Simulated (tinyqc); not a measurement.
Floating body of a partially depleted SOI transistor: body voltage and kink: one step of the calculation.

Source at 0 V. Channel current Ic = 2 nf K Vt^2 [F(0) - F(Vd)](1 + la Vd), F(V) = ln^2(1 + exp((Vg - VT - nf V)/(2 nf Vt))), VT = VT0 - gb Vb. Saturation voltage Vs = 2 Vt sqrt(F(0)) + 3 Vt, excess Ve = (Vd - Vs + sqrt((Vd - Vs)^2 + 0.0004 V^2))/2, multiplication M1 = Ai Ve exp(-Bl/Ve). Each junction passes D(v) = J1 (exp(v/Vt) - 1) + J2 (exp(v/(2 Vt)) - 1). Bipolar current Ib = bb J1 (exp(Vb/Vt) - 1). The body settles where M1 (Ic + Ib) = D(Vb) + D(Vb - Vd) + Vb/Rb; drain current Id = (1 + M1)(Ic + Ib) - D(Vb - Vd).

Problem. New Vb. Current into the body I_in = M1 (Ic + Ib) - D(Vb - Vd), current out I_out = D(Vb) + Vb/Rb; f = ln(I_in/I_out), s = df/dVb by central differences over 1e-5 V, Vb(new) = Vb - f/s.

Parameters, values chosen for the exercise; values of the order met in partially depleted silicon-on-insulator transistors: temperature T = 358 K; threshold at zero body voltage VT0 = 0.3 V; fall of the threshold per volt of body voltage gb = 0.24; slope factor nf = 1.28; gain factor per width K = 180 uA/(V^2 um); channel-length modulation factor la = 0.04 1/V; impact-ionisation prefactor Ai = 2.5 1/V; impact-ionisation voltage Bl = 5.3 V; diffusion saturation current of each junction J1 = 3.6e-11 uA/um; recombination saturation current of each junction J2 = 1.2e-8 uA/um; gain of the lateral bipolar transistor on the diffusion current bb = 1; resistance of a weak body tie to the source (1e9 stands for no tie, and the term is then dropped) Rb = 1e9 kohm um; gate voltage Vg = 0.28 V; drain voltage Vd = 1.4 V.

Constants: q = 1.602176634e-19 C, kB = 1.380649e-23 J/K, Vt = kB T/q. Results are converted to the units shown.

Vb at the start = 0.71 V

Find: Ic; Ve; M1; I_in; I_out; f; s; Vb after iteration 1.

Solution.

Ic = 1.9333 uA/um
Ve = 1.1815 V
M1 = 0.033277
I_in = 0.076180 uA/um
I_out = 0.35715 uA/um
f = -1.5450
s = -25.892 1/V
Vb after iteration 1 = 0.65033 V

Range of the model: The multiplication law is an empirical form chosen for the exercise; self-heating and capacitive coupling to the body are left out, and the linear laws are rough once Vb passes about 0.7 V or M1 about 0.1.

Program tinyqc, `OMP_NUM_THREADS=1 python tinyqc.py 2182256 2182257 out.jsonl`; Intel Xeon 2.30GHz, shared host, one thread, about 0.2 s.
